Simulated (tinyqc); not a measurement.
Thickness from two neighbouring fringes.

Inverse problem. At normal incidence a transparent film with an index between those of air and substrate, taken as constant, has reflectance minima at 2 n1 d = (m + 1/2) lam (small phase shifts at the substrate neglected). Find d and the order m of the shorter wavelength.

Inputs (values chosen for the exercise):
- n1 = 1.313 (index of the transparent film)

wavelengths of two neighbouring reflectance minima (nm): [538, 691.71429]

Solution. Neighbouring orders differ by one: 2 n1 d (1/lam1 - 1/lam2) = 1.

d = 921.9 nm
m = 4

Computed by the program tinyqc: `OMP_NUM_THREADS=1 python tinyqc.py 2870203 2870204 out.jsonl`, one thread of a shared Intel Xeon 2.30GHz, about 0.4 s for the whole run.
